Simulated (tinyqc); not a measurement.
# Reverse leakage of an n+-p junction: diffusion, generation, trap-assisted and band-to-band tunnelling: leakage components against the reverse bias

One-sided abrupt junction in the depletion approximation, x from the junction (0) to W on the p side, field F = F0 (1 - x/W). Flat quasi-Fermi levels, long p side. Traps generate through SRH with both lifetimes shortened by 1 + Gamma (Hurkx enhancement, form for moderate fields); band-to-band generation is local and needs a total bending above Eg.

ni = sqrt(Nc Nv) exp(-Eg/(2 Vt)), Eg in volts; Vbi = Vt ln(Na Nd/ni^2); W = sqrt(2 eps0 eps_r (Vbi + VR)/(q Na)); F0 = 2 (Vbi + VR)/W; FG = sqrt(24 mt m0 (kB T)^3)/(q hbar); J_diff = q ni^2 sqrt(Dn/tau)(1 - exp(-VR/Vt))/Na. u = (Vbi + VR)(1 - x/W)^2, p = Na exp(-u/Vt), n = Nd exp((u - Vbi - VR)/Vt); G0 = ni^2 (1 - exp(-VR/Vt))/(tau (n + p + 2 ni cosh(Et/Vt))); Gamma = 2 sqrt(3 pi)(F/FG) exp((F/FG)^2); trap-assisted part G0 Gamma; G_bb = Ab F^2.5 exp(-Bb/F) with F in V/cm, zero unless Vbi + VR > Eg, and counted as zero under 1 cm^-3 s^-1. Currents are q times the integrals over 0 to W; J_bb under 1e-8 of J is printed as 0; rows with F0/FG above 2.2, beyond the range of this Gamma, are left out.

Values chosen for this exercise; band and dielectric values those of a made-up semiconductor: temperature T = 250 K; band gap Eg = 0.753 eV; relative permittivity eps_r = 20.4; conduction-band density of states at T Nc = 8.22e18 cm^-3; valence-band density of states at T Nv = 3.61e18 cm^-3; acceptor density of the lighter side Na = 4.3e16 cm^-3; donor density of the heavier side Nd = 1e20 cm^-3; SRH lifetime of both carriers at zero field tau = 4e-6 s; trap level above the intrinsic level Et = 0.13 eV; tunnelling mass mt = 0.12 m0; electron diffusion coefficient on the lighter side Dn = 9.5 cm^2/s; band-to-band prefactor Ab = 6.7e14 cm^-0.5 V^-2.5 s^-1; band-to-band field constant Bb = 6.5e6 V/cm.

Constants: q = 1.602176634e-19 C, kB = 1.380649e-23 J/K, hbar = 1.054571817e-34 J s, m0 = 9.1093837015e-31 kg, Vt = kB T/q, eps0 = 8.8541878128e-14 F/cm where lengths are in cm. Results are converted to the units shown.

Results:
```
VR (V)  F0 (kV/cm)  F0/FG  J_diff (A/cm^2)  J_SRH (A/cm^2)  J_TAT (A/cm^2)  J_bb (A/cm^2)  J (A/cm^2)              largest part
0.2           83.4  0.429         1.13e-10        1.24e-10        2.10e-10              0    4.47e-10  trap-assisted tunnelling
0.8            107  0.552         1.13e-10        2.23e-10        5.16e-10              0    8.51e-10  trap-assisted tunnelling
1.1            118  0.605         1.13e-10        2.62e-10        6.83e-10              0     1.06e-9  trap-assisted tunnelling
1.4            127  0.653         1.13e-10        2.98e-10        8.61e-10              0     1.27e-9  trap-assisted tunnelling
1.7            136  0.698         1.13e-10        3.31e-10         1.05e-9              0     1.49e-9  trap-assisted tunnelling
2              144  0.740         1.13e-10        3.62e-10         1.25e-9              0     1.73e-9  trap-assisted tunnelling
2.3            152  0.780         1.13e-10        3.91e-10         1.46e-9       1.91e-16     1.97e-9  trap-assisted tunnelling
2.6            159  0.818         1.13e-10        4.18e-10         1.69e-9       1.72e-15     2.22e-9  trap-assisted tunnelling
```

Estimate the missing row, VR = 0.5 V.

Computed row:
```
VR (V)  F0 (kV/cm)  F0/FG  J_diff (A/cm^2)  J_SRH (A/cm^2)  J_TAT (A/cm^2)  J_bb (A/cm^2)  J (A/cm^2)              largest part
0.5           96.1  0.495         1.13e-10        1.77e-10        3.59e-10              0    6.49e-10  trap-assisted tunnelling
```

With this row back in the table: J rises from 4.47e-10 to 2.22e-9 A/cm^2. Trap-assisted tunnelling leads at VR = 0.2 and in all other rows. The ratio J_TAT/J_SRH goes from 1.70 to 4.04 as F0/FG goes from 0.429 to 0.818.

Range of the model: The n+ side is degenerate, so Vbi from Boltzmann statistics is only a guide.

tinyqc, about 0.01 s, one thread, Intel Xeon 2.30GHz (shared host): `OMP_NUM_THREADS=1 python tinyqc.py 2290146 2290147 out.jsonl`
